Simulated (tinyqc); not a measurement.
Layer against dose: implant damage, amorphisation by cascade overlap, and solid-phase epitaxial regrowth. Computed by tinyqc, a small Python program. Command: `OMP_NUM_THREADS=1 python tinyqc.py 3114187 3114188 out.jsonl sper walk`. One thread of a shared host (Intel(R) Xeon(R) Processor @ 2.30GHz), about 0.01 s of CPU time with the checks.

Range and width of the damage are inputs. Dynamic annealing enters only through the surviving share f.

Inputs (values chosen for the exercise, modelled on fluorine ions in germanium):
```
quantity                           value    unit
atomic density N                    44.2  1/nm^3
ion Z1                                 9       -
ion mass M1                           19       u
target Z2                             32       -
target mass M2                     72.63       u
ion energy E                          19     keV
displacement energy E_d               15      eV
depth of the damage peak R_d          15      nm
width of the damage profile s_d      9.8      nm
share of defects that survive f     0.96       -
critical displaced share x_c        0.12       -
dose Q                           2.4e+14  1/cm^2
```

Constants: a_0 = 0.529177210903 angstrom; e^2/(4 pi eps_0) = 14.39964548 eV angstrom.

Method. Robinson partition: eps = E a M2/(Z1 Z2 (e^2/(4 pi eps_0)) (M1 + M2)), a = 0.8853 a_0/sqrt(Z1^(2/3) + Z2^(2/3)); k = 0.0793 Z1^(2/3) Z2^(1/2) (M1 + M2)^(3/2)/((Z1^(2/3) + Z2^(2/3))^(3/4) M1^(3/2) M2^(1/2)); damage energy T_d = E/(1 + k (eps + 0.40244 eps^(3/4) + 3.4008 eps^(1/6))); displacements nu = 0.8 T_d/(2 E_d). Displaced share x(z) = f nu Q exp(-(z - R_d)^2/(2 s_d^2))/(sqrt(2 pi) s_d N); the layer is amorphous where x > x_c, between R_d -/+ s_d sqrt(2 ln(x_max/x_c)), the upper edge being cut at the surface. Threshold dose Q_c = Q x_c/x_max.

threshold dose Q_c = 5.86251e+13 1/cm^2

displacements per ion nu = 231.507

Dose series; the last column is f nu Q erfc((z2 - R_d)/(sqrt2 s_d))/2:
```
Q (1/cm^2)   x_max  upper edge (nm)  lower edge (nm)  displaced atoms beyond z2 (1/cm^2)
6.45e+13    0.1320           10.717           19.283                          4.7454e+15
8.79e+13    0.1799            6.180           23.820                          3.5955e+15
1.47e+14    0.3009            1.712           28.288                          2.8606e+15
2.35e+14    0.4810            0.000           31.331                          2.4975e+15
4.10e+14    0.8392            0.000           34.329                          2.2131e+15
7.04e+14    1.4410            0.000           36.850                          2.0162e+15
1.47e+15    3.0090            0.000           39.877                          1.8189e+15
2.93e+15    5.9974            0.000           42.411                          1.6794e+15
```

A dose 45 times larger moves the lower edge from 19.3 to 42.4 nm, as the root of a logarithm, and the damage beyond it falls by a factor 2.8, since the edge lies on an ever steeper tail. The layer reaches the surface at Q_c exp(R_d^2/(2 s_d^2)) = 1.89e14 per cm^2.
